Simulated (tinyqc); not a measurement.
MOS inversion layer, Poisson-Schroedinger loop: two steps of the calculation.

Electrons confined at an insulator interface at z = 0, treated as a hard wall; parabolic valleys, Hartree approximation, no image or exchange terms. The depletion charge lies far deeper than the electrons and gives a uniform field q Nd/(eps0 eps_r); the gate balances all charge. Energies are counted from the band edge at the interface.

Inputs (values chosen for the exercise); masses and permittivity close to those of gallium nitride:

| symbol | value | unit | meaning |
|---|---|---|---|
| T | 400 | K | temperature |
| eps_r | 9.61 |  | relative permittivity |
| md1 | 0.197 | m0 | in-plane density-of-states mass of set A |
| Ns | 3.5e11 | cm^-2 | sheet density of electrons |
| a | 0.5 |  | mixing factor |

Constants: q = 1.602176634e-19 C, kB = 1.380649e-23 J/K, hbar = 1.054571817e-34 J s, m0 = 9.1093837015e-31 kg, Vt = kB T/q, eps0 = 8.8541878128e-14 F/cm where lengths are in cm. Results are converted to the units shown.

Task 1. Fermi level and occupations. Level k holds N_k = D_k Vt ln(1 + exp((EF - E_k)/Vt)) with D = md1 m0 q/(pi hbar^2) per eV (spin included); EF is fixed by sum N_k = Ns.

levels (eV): A1 0.037892704, A2 0.065280228

Give: EF; N_k.

Result 1.

EF = -0.045865 eV
N_k (cm^-2): A1 2.3936e11, A2 1.1064e11

Task 2. Density, output potential and mixing. n_i = sum_k N_k |psi_k|^2 (converted to cm^-3). Hartree part by Gauss: on the interval before node i the electrons still beyond are S_i = Ns - hz sum_(j<i) n_j, and U_i = U_(i-1) + q S_i hz/(eps0 eps_r) in eV, U_0 = 0 at the interface. Mixing: U(new) = U + a (U(out) - U).

| node | z (nm) | self-consistent potential U at the start (eV) | \|psi\|^2 of A1 (1/nm) | \|psi\|^2 of A2 (1/nm) |
|---|---|---|---|---|
| 1 | 2.2 | 0 | 0.10541605 | 0.08866737 |
| 2 | 4.4 | 0 | 0.17736597 | 0.03059107 |
| 3 | 6.6 | 0 | 0.11502510 | 0.02137986 |
| 4 | 8.8 | 0 | 0.04330700 | 0.11724625 |
| 5 | 11 | 0 | 0.01103304 | 0.11670811 |
| 6 | 13.2 | 0 | 0.00206265 | 0.05743914 |
| 7 | 15.4 | 0 | 0.00029774 | 0.01785434 |
| 8 | 17.6 | 0 | 0.00003437 | 0.00391810 |
| 9 | 19.8 | 0 | 0.00000326 | 0.00064747 |
| 10 | 22 | 0 | 0.00000026 | 0.00008407 |
| 11 | 24.2 | 0 | 0.00000002 | 0.00000884 |
| 12 | 26.4 | 0 | 0.00000000 | 0.00000077 |
| 13 | 28.6 | 0 | 0.00000000 | 0.00000006 |
| 14 | 30.8 | 0 | 0.00000000 | 0.00000000 |
| 15 | 33 | 0 | 0.00000000 | 0.00000000 |

N_k (cm^-2): A1 2.3935543e11, A2 1.1064457e11

Wanted: n; U(out); U after round 1.

Result 2.

| node | n (1e17 cm^-3) | U(out) (eV) | U after round 1 (eV) |
|---|---|---|---|
| 1 | 3.5042 | 0.014499 | 0.007249 |
| 2 | 4.5838 | 0.025804 | 0.012902 |
| 3 | 2.9897 | 0.032931 | 0.016466 |
| 4 | 2.3338 | 0.037334 | 0.018667 |
| 5 | 1.5554 | 0.039610 | 0.019805 |
| 6 | 0.6849 | 0.040469 | 0.020234 |
| 7 | 0.2047 | 0.040703 | 0.020352 |
| 8 | 0.0442 | 0.040751 | 0.020376 |
| 9 | 0.0072 | 0.040759 | 0.020379 |
| 10 | 0.0009 | 0.040760 | 0.020380 |
| 11 | 0.0001 | 0.040760 | 0.020380 |
| 12 | 0.0000 | 0.040760 | 0.020380 |
| 13 | 0.0000 | 0.040760 | 0.020380 |
| 14 | 0.0000 | 0.040760 | 0.020380 |
| 15 | 0.0000 | 0.040760 | 0.020380 |

tinyqc, about 0.4 s, one thread, Intel Xeon 2.30GHz (shared host): `OMP_NUM_THREADS=1 python tinyqc.py 2160098 2160099 out.jsonl`
